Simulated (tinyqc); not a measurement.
Inside a calculation: temperature and isotope dependence of a band gap in oscillator models. Values are carried at full precision from step to step, so a last printed digit may differ when a step is redone from the rounded ones.

E(T) = E0 - sum_i sl_i th_i n_i(T), n = 1/(exp(th/T) - 1). The same coupling lowers the gap at 0 K by the zero-point term ZP = sum_i sl_i th_i/2, so the gap of the static lattice is E0 + ZP. Thermal expansion is taken as part of the slopes.

Parameters, chosen for this exercise (near those of GaAs; the results hold for these values, not for the real material):
```
symbol  value             unit   meaning
E0      1.508             eV     gap at 0 K
th      (95, 312)         K      temperatures of two oscillators
sl      (0.2016, 0.2784)  meV/K  their high-temperature slopes
T       77                K      temperature
M       72.25             u      mean atomic mass
dM      -2.75             u      change of the mean mass (not bounded by the natural isotopes)
T12     (140, 250)        K      temperatures of the fits
```

## The gap at T

Give the occupations, the two terms, the gap, ZP and the static gap.

n_i: [0.41082, 0.01770]

terms (meV): [7.868, 1.537]

E(T) = 1.4986 eV
ZP = 53.01 meV
static gap = 1.5610 eV

The thermal fall, 9.4 meV, is smaller than the zero-point term, 53.0 meV; the soft oscillator supplies 84 % of the fall but 18 % of ZP. A calculation with clamped ions should be compared with the static gap.

## Slope and asymptote

dE/dT = -sum sl_i (th_i/T)^2 n_i (1 + n_i). At high T, n -> T/th - 1/2, so E -> E0 + ZP - (sum sl_i) T. Give the slope, its ratio to the limit, and the value at 0 K of the tangent drawn at T.

dE/dT = -0.2602 meV/K
ratio to the limiting slope = 0.5420
intercept of the tangent = 1.5186 eV
intercept - E0 = 10.63 meV

The tangent recovers 20 % of ZP: the extrapolation works only from T well above the higher oscillator (312 K).

## Isotope effect

With M -> M + dM the oscillator temperatures scale as M^(-1/2) and the slopes stay. Give th, ZP, E0 (static gap fixed) and E(T) for the new mass, and the linear rule dE0 = ZP dM/(2 M).

th (K): [96.86, 318.11]

ZP = 54.045 meV
shift of E0 = -1.039 meV
linear rule = -1.009 meV
shift of E(T) = -0.834 meV

The lighter crystal has the narrower gap. At 77 K 80 % of the shift at 0 K is left; it fades at high T, where the motion is classical and the mean-square amplitude no longer depends on mass.

## Two common fits

Two-parameter forms are made to pass through the falls at the two temperatures T12: Varshni aV T^2/(T + bV), from the line T^2/fall = (T + bV)/aV; one oscillator s1 t1/(exp(t1/T) - 1), with t1 from the ratio of the falls.

Give the falls and the parameters.

falls (meV): [30.2049, 76.4060]

aV = 0.6505 meV/K
bV = 282 K
t1 = 189.1 K
s1 = 0.4568 meV/K
ZP of the one-oscillator fit = 43.2 meV

The limiting slope of the model is 0.4800 meV/K; Varshni puts it +36 % off and one oscillator -5 %. The ZP of the fit differs from the true one by -9.8 meV.

## Checks

- Slope by finite differences against the formula (meV/K): both 0.26018.
- Fall at 20 times the higher oscillator temperature against the asymptote (meV): 2942.6 against 2942.2.

Program tinyqc; command `OMP_NUM_THREADS=1 python tinyqc.py 1880938 1880939 out.jsonl`; about 0.01 s on one thread of a shared Intel(R) Xeon(R) Processor @ 2.30GHz.
